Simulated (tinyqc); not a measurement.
From results back to parameters: carrier statistics of a doped semiconductor with parabolic bands.

Problem. With Boltzmann statistics and no minority carriers, p (p + ND)/(NA - ND - p) = K(T) = (N(T)/4) exp(-E/kB T), E the ionisation energy of the majority dopant and N = 2 (m kB T/(4 pi c))^(3/2) with c = hbar^2/2m0, in 1/angstrom^3; times 1e24 for 1/cm^3, m = m_d. E = EA is known; the two densities were computed from hidden NA and ND.

Constants: hbar^2/2m0 = 3.80998211 eV angstrom^2; kB = 8.617333262e-05 eV/K.

Values chosen for the exercise (near those of Ge; the results hold for these values, not for the real material): EA = 0.0106 eV (acceptor level above Ev); m_d = 0.349 m0 (density-of-states mass of the majority band); Ta = 13 K; Tb = 29 K.

p(Ta) = 8.353717e+11 1/cm^3
p(Tb) = 1.813943e+14 1/cm^3

Find: K(Ta), K(Tb); NA; ND.

Solution. Each temperature gives one linear equation, K NA - (K + p) ND = p^2 + K p; solve the pair.

K(Ta), K(Tb) (1/cm^3): 9.070e+11  5.592e+14

NA = 7.70e+14 1/cm^3
ND = 4.00e+14 1/cm^3

Run: tinyqc, `OMP_NUM_THREADS=1 python tinyqc.py 1651361 1651362 out.jsonl`; Intel(R) Xeon(R) Processor @ 2.30GHz, one thread, shared host; about 0.01 s of CPU time with all checks.
